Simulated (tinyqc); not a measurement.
Surface photovoltage measurement of the minority-carrier diffusion length in a wafer: one step, computed by the program tinyqc. Command: `OMP_NUM_THREADS=1 python tinyqc.py 3130503 3130504 out.jsonl spv walk`. One thread of a shared host (Intel(R) Xeon(R) Processor @ 2.30GHz), about 0.01 s of CPU time with the checks.

Low injection, steady light, a depletion layer much thinner than 1/alpha and L. The excess density dn is taken at the front edge of the neutral region; light that reaches the back is lost.

Problem. One wavelength. alpha = (84.732/lambda - 76.417)^2 per cm with lambda in micrometre (an empirical fit for silicon between 0.7 and 1.05 micrometre). Thick wafer: dn = Phi L/((S_f + D/L)(L + 1/alpha)). Finite wafer, with s = S_b L/D, w = W/L, a = alpha L: dn = [Phi a/(a^2 - 1)] [a - B - exp(-alpha W)(a - s)/(cosh w + s sinh w)]/(S_f + B D/L), B = (sinh w + s cosh w)/(cosh w + s sinh w). Photovoltage V = (k_B T/e) ln(1 + dn/n_0). Lifetime = L^2/D.

Inputs (values chosen for the exercise, modelled on p-type silicon at room temperature):
```
quantity,value,unit
diffusion length L,280,micrometre
wafer thickness W,300,micrometre
diffusivity D,29.6,cm^2/s
front recombination velocity S_f,31000,cm/s
back recombination velocity S_b,1700,cm/s
photon flux entering,9.8e+11,1/(cm^2 s)
minority density at the surface barrier scale n_0,4.1e+09,1/cm^3
temperature T,298,K
wavelength,979,nm
```

Constants: k_B = 8.617333262e-05 eV/K.

Give: alpha; penetration depth 1/alpha; dn, thick wafer; B; dn, finite wafer; photovoltage V; lifetime.

Solution.

alpha = 102.7 1/cm

penetration depth 1/alpha = 97.40 micrometre

dn, thick wafer = 2.268e+07 1/cm^3

B = 1.056

dn, finite wafer = 2.177e+07 1/cm^3

photovoltage V = 0.1360 mV

lifetime = 26.49 microsecond
